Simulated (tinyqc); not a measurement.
# From one set of inputs to another, one input at a time

Model: stress in a transistor channel from embedded alloy regions, liners and fins, by half-space elasticity. Computed by tinyqc, a small Python program. Command: `OMP_NUM_THREADS=1 python tinyqc.py 3001991 3001992 out.jsonl stressor ladder`. One thread of a shared host (Intel(R) Xeon(R) Processor @ 2.30GHz), about 0.06 s of CPU time with the checks.

Plane strain in an isotropic half-space, the same constants everywhere; x along the channel from its centre, y downwards from the free surface; stress is positive in tension.

The inputs printed are set A. Inputs not listed in the table keep their values of set A, so the rows need not describe a real material.

Inputs (values chosen for the exercise, modelled on silicon):

| quantity | value | unit |
|---|---|---|
| alloy fraction x | 0.6 | - |
| lattice change per unit x, beta | 0.0424 | - |
| Young's modulus E | 169 | GPa |
| Poisson ratio nu | 0.26 | - |
| channel length L | 106 | nm |
| length of each stressor S | 100 | nm |
| recess depth d | 80 | nm |
| depth of the field point y | 4.5 | nm |
| longitudinal piezoresistance coefficient | 74.3 | 1e-11/Pa |
| vertical piezoresistance coefficient | -1.3 | 1e-11/Pa |

Stressor: Si(1-x)Ge(x) source and drain.

Method:
- Misfit e = beta x. A fully constrained inclusion holds the stress -p with p = E e/(1 - 2 nu); a blanket film would hold -E e/(1 - nu) in the plane.
- A line element dA of misfit at (a, c) in the half-space gives, with C = E e/(2 pi (1 - nu)), X = x - a, r1^2 = X^2 + (y - c)^2, r2^2 = X^2 + Y^2, Y = y + c: s_xx = -C dA {[X^2 - (y - c)^2]/r1^4 + 3 [X^2 - Y^2]/r2^4 + 4 y Y (Y^2 - 3 X^2)/r2^6}, s_yy = C dA {[X^2 - (y - c)^2]/r1^4 - [X^2 - Y^2]/r2^4 + 4 y Y (Y^2 - 3 X^2)/r2^6}. These are integrated over two rectangles, L/2 < |a| < L/2 + S, 0 < c < d (closed form in a, 200 Gauss-Legendre points in c).
- At x = y = 0 the integral is s_xx = -(4/pi) [E e/(1 - nu)] [arctan(2 d/L) - arctan(d/(L/2 + S))].
- d mu/mu = -(pi_L s_xx + pi_z s_yy) for the embedded regions alone; the stress across the width is left out.

Each row keeps all changes above it:

| input moved | from | to | s_yy (MPa) | s_xx at the surface (MPa) | mobility change (%) |
|---|---|---|---|---|---|
| set A | - | - | -3.7512 | -3727.6 | 247.44 |
| length of each stressor S (nm) | 100 | 180 | -5.0077 | -4844.9 | 327.92 |
| alloy fraction x | 0.6 | 0.59 | -4.9242 | -4764.2 | 322.45 |
| depth of the field point y (nm) | 4.5 | 3.5 | -3.2030 | -4764.2 | 329.55 |
| Young's modulus E (GPa) | 169 | 173 | -3.2788 | -4877.0 | 337.35 |
| recess depth d (nm) | 80 | 75 | -3.8192 | -4796.9 | 332.25 |
| channel length L (nm) | 106 | 54 | 1.4876 | -6535.2 | 423.38 |
| Poisson ratio nu | 0.26 | 0.2 | 1.3761 | -6045.0 | 391.63 |

Where does the difference come from?

s_yy goes from -3.75 to 1.38, +5.13 in all. The largest single move comes from channel length L (+5.31), and length of each stressor S works against it (-1.26). s_xx at the surface goes from -3730 to -6050, -2.32e+03 in all. The largest single move comes from channel length L (-1.74e+03), and Poisson ratio nu works against it (+490). Mobility change goes from 247 to 392, a factor 1.58 in all. The largest single move comes from length of each stressor S (a factor 1.33), and Poisson ratio nu works against it (a factor 0.925). The single moves hold for this order of the switches; the total does not depend on the order.

Caution (all rows): at such misfit the regions may relax by dislocations, and linear elasticity is rough. Caution (all rows): beyond a few hundred MPa bulk piezoresistance coefficients no longer describe an inversion layer well.

Extremes, crossings and ranges named in words are read from the listed rows.
